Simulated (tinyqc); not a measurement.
The same layer on three faces: model-solid line-up of a strained alloy layer on a substrate.

All values of the alloy are linear in x but the gap, Eg(x) = (1 - x) Eg_A + x Eg_B - C x (1 - x), and the valence edge, Ev(x) = (1 - x) Ev_A + x Ev_B + fv C x (1 - x); Ec = Ev + Eg. Ev is the top of the unstrained valence band on a scale common to all materials. In the layer only the Gamma valley of the conduction band is followed, also where an X or L valley would lie lower.

Coherent growth: e_par = (a_s - a)/a. (001): e_perp = -2 (C12/C11) e_par; exx = eyy = e_par, ezz = e_perp, no shear. (111): e_perp = -(2 C11 + 4 C12 - 4 C44)/(C11 + 2 C12 + 4 C44) e_par; exx = eyy = ezz = (2 e_par + e_perp)/3 and exy = eyz = ezx = (e_perp - e_par)/3. (110): e_perp = -(C11 + 3 C12 - 2 C44)/(C11 + C12 + 2 C44) e_par; exx = eyy = (e_par + e_perp)/2, ezz = e_par, exy = (e_perp - e_par)/2, eyz = ezx = 0.

Strained edges: Ec + ac tr(e); the valence edges are Ev plus the levels of the 6 x 6 matrix of X, Y, Z times spin with -Dso/3 + l exx + m (eyy + ezz) on the diagonal (cyclic), n exy off it, l = av + 2 b, m = av - b, n = sqrt(3) d. Spin-orbit term (Dso/3) L.sigma on X, Y, Z with (L_k)_ij = -i epsilon_kij: <X+|H|Y+> = -i Dso/3, <X+|H|Z-> = Dso/3, <Y+|H|Z-> = -i Dso/3, <Z+|H|X-> = -Dso/3, <Z+|H|Y-> = i Dso/3, <X-|H|Y-> = i Dso/3, and their conjugates; + and - are the spin along z.

Inputs chosen for the exercise (A near AlAs, B near GaAs, substrate near GaAs; shifted at random, so the results belong to these values and not to a real crystal):

| symbol | value | unit | meaning |
|---|---|---|---|
| a | (5.669, 5.655) | angstrom | lattice constant of A, B |
| Eg | (3.097, 1.524) | eV | gap at Gamma to the s-like level of A, B |
| Dso | (0.281, 0.337) | eV | spin-orbit splitting of A, B |
| Ev | (-1.34, -0.81) | eV | top of the unstrained valence band of A, B |
| ac | (-5.71, -7.17) | eV | conduction deformation potential of A, B |
| av | (2.48, 1.16) | eV | valence hydrostatic potential of A, B |
| b | (-2.28, -2.01) | eV | tetragonal shear potential of A, B |
| d | (-3.41, -4.84) | eV | trigonal shear potential of A, B |
| C11 | (125.8, 121.9) | GPa | of A, B |
| C12 | (52.9, 56.9) | GPa | of A, B |
| C44 | (53.5, 60) | GPa | of A, B |
| C | 0.323 | eV | bowing of the gap |
| fv | 0.2 |  | share of the bowing taken by the valence edge |
| a_s | 5.655 | angstrom | substrate |
| x | 0.53 |  | fraction of B |

Composition and substrate are kept.

Results:

| face | e_perp (%) | tr(e) (%) | shift of Ec (meV) | shift of Ev (meV) | valence splitting (meV) | gap (eV) |
|---|---|---|---|---|---|---|
| (001) | 0.103 | -0.129 | 8.4 | 2.4 | 9.2 | 2.1888 |
| (111) | 0.060 | -0.172 | 11.2 | 1.2 | 8.4 | 2.1928 |
| (110) | 0.069 | -0.163 | 10.6 | 1.4 | 8.6 | 2.1920 |

How do the results move, and what explains it?

The layer yields most along the normal on (001) and least on (111), so the volume change, and with it the shift of Ec, is largest on (111). The valence splitting, set by b on (001), by d on (111) and by both on (110), is largest on (001). The gaps span 4 meV, from (001) to (111).

(tinyqc, `OMP_NUM_THREADS=1 python tinyqc.py 1051239 1051240 out.jsonl`, Intel(R) Xeon(R) Processor @ 2.30GHz, 1 thread, shared host, about 0.01 s.)
